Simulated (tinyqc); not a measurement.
Grain-boundary trapping model (Seto) of a polycrystalline semiconductor film: one step, computed by the program tinyqc.

Grains of equal size L are joined by thin boundaries with one trap level. Trapped carriers deplete a width W on each side and raise a barrier, crossed by thermionic emission. Dopants are fully ionised, statistics are non-degenerate and mu_g does not depend on T.

Task: Critical doping. If all traps fill, the grain is just depleted at N* = Q_t/L, with the barrier e Q_t L/(8 eps eps_0).

Inputs (values chosen for the exercise, modelled on polycrystalline silicon): permittivity eps = 11.7; grain size L = 170 nm; trap density Q_t = 1.7e+12 1/cm^2.

Grain interior: resistance included.

Constants: e = 1.602176634e-19 C; eps_0 = 8.8541878128e-12 F/m; k_B = 8.617333262e-05 eV/K.

Give: N*; barrier at N* with all traps filled.

Result:

N* = 1.00e+17 1/cm^3

barrier at N* with all traps filled = 0.55871 V
